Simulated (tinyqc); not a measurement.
# Voltage drop against the pad pitch

A grid of 17 by 17 nodes with segments Rx (rows) and Ry (columns); every node draws I1 and the central node kh I1; pads with resistance Rp sit at the nodes whose row and column are multiples of the pitch, counting from 0. The drops u = Vdd - V follow from G u = i, with G the conductance matrix and i the load currents, solved directly.

Parameters, values chosen for the exercise:
- Vdd = 0.7 V (supply voltage)
- Rx = 1.1 ohm (resistance of a horizontal segment)
- Ry = 0.19 ohm (resistance of a vertical segment)
- Rp = 0.039 ohm (resistance from a pad node to the supply)
- kh = 3 (factor on the load at the hot node)
- I1 = 0.19 mA (load current of a node in the large grid)

Result of one run:
columns A: pitch (nodes); B: pads; C: worst drop (mV); D: mean drop (mV); E: largest drop at a pad (mV); F: largest pad current (mA); G: worst drop over Vdd (%)
```
A    B         C          D         E        F          G
1  289  0.017836  0.0074613  0.017836  0.45734  0.0025480
```

What becomes of these results when the pad pitch is changed from 1 to 16 nodes, all else the same?

Result of the changed run:
columns A: pitch (nodes); B: pads; C: worst drop (mV); D: mean drop (mV); E: largest drop at a pad (mV); F: largest pad current (mA); G: worst drop over Vdd (%)
```
A   B       C       D        E       F       G
16  4  11.406  8.7847  0.53908  13.822  1.6294
```

The whole series:
columns A: pitch (nodes); B: pads; C: worst drop (mV); D: mean drop (mV); E: largest drop at a pad (mV); F: largest pad current (mA); G: worst drop over Vdd (%)
```
A     B         C          D         E        F          G
1   289  0.017836  0.0074613  0.017836  0.45734  0.0025480
2    81   0.15407   0.091446  0.041323   1.0596   0.022010
4    25   0.67760    0.47044   0.12829   3.2895   0.096800
8     9    2.7838     2.1239   0.42503   10.898    0.39768
16    4    11.406     8.7847   0.53908   13.822     1.6294
```

The worst drop goes from 0.0178 to 11.4 mV while the number of pads falls from 289 to 4; between the last two rows it goes as pitch^(2.03). The largest drop at a pad is 100 % of the worst drop in the first row and 4.73 % in the last; the rest falls along the wires.

Numbers from tinyqc (`OMP_NUM_THREADS=1 python tinyqc.py 2770124 2770125 out.jsonl`; about 0.1 s on one thread of a shared Intel Xeon 2.30GHz).
